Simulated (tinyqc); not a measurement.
n-type polysilicon, carrier trapping at grain boundaries: one step of the calculation.

One-dimensional grains of size Lg, uniform ionised doping N, monovalent traps Qt at each boundary at a depth Et below (for electrons) or above (for holes) the band edge there, abrupt depletion of width W on each side of a boundary, Boltzmann statistics. xi is the distance from the band edge at the grain centre to the Fermi level. Trapped charge Qt/(1 + exp((xi + VB - Et)/Vt)) = 2 N W, barrier VB = q N W^2/(2 eps0 eps_r).

Task. Resistivity and effective mobility. n0 = NB exp(-xi/Vt); mean density n0 (1 - 2 W/Lg) by charge balance in a partly depleted grain, and n0 (sqrt(pi)/2) erf(u)/u with u = sqrt(VB/Vt) in a fully depleted one; v = sqrt(kB T/(2 pi ms m0)); barrier resistivity Vt exp(VB/Vt)/(q fe n0 v Lg); grain resistivity (1 - 2 W/Lg)/(q n0 mug); effective mobility 1/(q mean density total resistivity).

Inputs (values chosen for the exercise); values of the order met in polycrystalline silicon:
```
symbol    value        unit                                 meaning
T           350           K                             temperature
NB      3.53e19       cm^-3  conduction-band density of states at T
Lg          160          nm                              grain size
ms         0.55          m0            mass for thermionic emission
fe         0.12              correction factor of the emission rate
mug          57  cm^2/(V s)              mobility inside the grains
```

Constants: q = 1.602176634e-19 C, kB = 1.380649e-23 J/K, m0 = 9.1093837015e-31 kg, Vt = kB T/q. Results are converted to the units shown.

W = 11.796359 nm
xi = 0.14930065 V
VB = 0.026901827 V

Give: n0; mean density; v; barrier resistivity; grain resistivity; resistivity; effective mobility.

Result.

n0 = 2.5000e17 cm^-3
mean density = 2.1314e17 cm^-3
v = 3.9180e6 cm/s
barrier resistivity = 0.24423 ohm cm
grain resistivity = 0.37342 ohm cm
resistivity = 0.61765 ohm cm
effective mobility = 47.413 cm^2/(V s)

The resistivity is 1.41 times that of a single crystal with the same N and mobility mug, and the mean density is 85.3 % of N.

Computed by the program tinyqc: `OMP_NUM_THREADS=1 python tinyqc.py 2830294 2830295 out.jsonl`, one thread of a shared Intel Xeon 2.30GHz, about 0.03 s for the whole run.
